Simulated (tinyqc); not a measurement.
# Mean barrier and spread from two temperatures

Problem. For a Gaussian spread of Schottky barriers the apparent height is phi_ap = phi - sg^2/(2 Vt), Vt = kB T/q. Find sg and phi.

Constants: q = 1.602176634e-19 C, kB = 1.380649e-23 J/K. Results are converted to the units shown.

phi_ap(0) at 120 and 300 K (eV): 0.98470679  1.0358827

Answer. phi_ap is linear in 1/(2 Vt) with slope -sg^2 and intercept phi.

sg = 0.04200 eV
phi = 1.070 eV

Program tinyqc, `OMP_NUM_THREADS=1 python tinyqc.py 2640078 2640079 out.jsonl`; Intel Xeon 2.30GHz, shared host, one thread, about 0.01 s.
